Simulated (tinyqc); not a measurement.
## Input admittance of a MOSFET at zero drain bias: distributed channel and distributed gate: dividing a fixed width into fingers

Source and drain grounded, strong inversion, w = 2 pi f, Cox = eps0 eox/tox. The channel is an RC line of resistance 1/(mu Cox Vo) per square fed from both ends, so one finger has the intrinsic admittance y = i w Cox L tanh(g)/g per width, g = (1/2) sqrt(i w tau), tau = L^2/(mu Vo). The vertical resistance rv/L is in series with y, the overlaps 2 i w Cov in parallel: y_t = 1/(1/y + rv/L) + 2 i w Cov. The gate strip is a line of Rsh/L per length loaded by y_t, so a finger has Y = y_t Wf tanh(k)/k, k = (Wf/sd) sqrt(y_t Rsh/L); the device has Nf Y.

Low-frequency limits, with c = Cox L and ct = c + 2 Cov: R_strip = Rsh Wf/(3 sd^2 L Nf), R_ch = (c/ct)^2 L/(12 mu Cox Vo Wf Nf), R_vert = (c/ct)^2 rv/(L Wf Nf), C = ct Wf Nf. Total width Wf Nf = 36 um; each finger also has a contact resistance Rc at each contacted end, which adds Rc/(sd Nf). The resistances are low-frequency limits, good while |k| is below about 1; the far-point signal is |1/cosh k| at f, without Rc.

Values chosen for this exercise; values of the order met in silicon radio-frequency transistors: relative permittivity of the gate insulator (close to silicon nitride) eox = 7.6; insulator thickness tox = 7 nm; channel length L = 0.29 um; channel mobility mu = 300 cm^2/(V s); gate overdrive Vo = 0.42 V; sheet resistance of the gate Rsh = 6.6 ohm/square; vertical resistivity of the gate stack rv = 0 ohm um^2; number of ends at which a finger is contacted sd = 2; overlap and fringe capacitance on each side Cov = 0.32 fF/um; frequency f = 27 GHz.

Constants: eps0 = 8.8541878128e-14 F/cm where lengths are in cm. Results are converted to the units shown.

The same in every row: R_ch + R_vert (ohm) = 3.666.

Dividing a fixed width into fingers:
```
Nf	Wf (um)	R_strip (ohm)	Rc/(sd Nf) for Rc = 30 ohm (ohm)	sum (ohm)	signal at the far point
1	36.00	68.28	15.00	86.94	0.4607
2	18.00	17.07	7.500	28.23	0.8855
4	9.000	4.267	3.750	11.68	0.9843
8	4.500	1.067	1.875	6.608	0.9971
16	2.250	0.2667	0.9375	4.870	0.9993
32	1.125	0.06668	0.4688	4.201	0.9998
64	0.5625	0.01667	0.2344	3.917	1.000
128	0.2812	0.004167	0.1172	3.787	1.000
```

Read the table: what changes, and by how much?

R_strip falls as 1/Nf^2, from 68.3 to 0.00417 ohm, the contact term as 1/Nf, and R_ch + R_vert stays at 3.67 ohm since the total width is fixed. The sum is within a factor 1.5 of that floor from Nf = 16 on. More fingers add wiring capacitance, which is left out.

Computed by the program tinyqc: `OMP_NUM_THREADS=1 python tinyqc.py 2262166 2262167 out.jsonl`, one thread of a shared Intel Xeon 2.30GHz, about 0.01 s for the whole run.
